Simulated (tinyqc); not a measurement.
## Permittivity and interlayer from two capacitances

Problem. A two-layer stack has Cox = eps0/(t1/e1 + t2/e2) and EOT = 3.9 eps0/Cox. Find e2, the EOT of layer 1 and, with e1 given, t1.

Parameters, values chosen for the exercise: relative permittivity of layer 1 e1 = 3.89.

Constants: eps0 = 8.8541878128e-14 F/cm where lengths are in cm. Results are converted to the units shown.

Cox at t2 = 1.6 and 8.7 nm (uF/cm^2): [4.3477032, 1.6488693]

Answer. EOT is linear in t2 with slope 3.9/e2, and its intercept is the EOT of layer 1.

e2 = 21.30
EOT of layer 1 = 0.5013 nm
t1 = 0.5000 nm

Program tinyqc, `OMP_NUM_THREADS=1 python tinyqc.py 2010046 2010047 out.jsonl`; Intel Xeon 2.30GHz, shared host, one thread, about 0.01 s.
